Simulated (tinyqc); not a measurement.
Bottom-up copper filling of a trench by curvature-enhanced accelerator coverage: one step, computed by the program tinyqc.

A rectangular trench keeps vertical walls and a flat floor. An accelerator floats on the surface; where area is lost in the corners it is passed on to the floor.

Task: Velocities. Kinetic current i_k = [i_0 (1 - theta) + i_1 theta] exp(alpha eta/(k_B T)), limit i_L = 2 F D C/delta, i = 1/(1/i_k + 1/i_L); velocity v = i Omega/(2F), Omega = 7.11 cm^3/mol, F = e N_A. Depletion inside the trench is ignored.

Inputs (values chosen for the exercise, close to those used for damascene copper plating):

| quantity | value | unit |
|---|---|---|
| exchange current of the suppressed surface i_0 | 0.017 | mA/cm^2 |
| exchange current of the accelerated surface i_1 | 0.88 | mA/cm^2 |
| transfer coefficient alpha | 0.53 | - |
| overpotential eta | 0.14 | V |
| starting coverage theta_0 | 0.017 | - |
| cupric ion concentration C | 0.24 | mol/l |
| diffusivity D | 5.5e-06 | cm^2/s |
| boundary layer delta | 53 | um |
| temperature T | 298 | K |

Constants: e = 1.602176634e-19 C; N_A = 6.02214076e+23 1/mol; k_B = 8.617333262e-05 eV/K.

Give: limiting current i_L; velocity at theta = 0; velocity at theta_0; velocity at theta = 1; ratio v(1)/v(theta_0).

Result:

limiting current i_L = 48.061 mA/cm^2

velocity at theta = 0 = 0.11193 nm/s

velocity at theta_0 = 0.20739 nm/s

velocity at theta = 1 = 4.3865 nm/s

ratio v(1)/v(theta_0) = 21.151
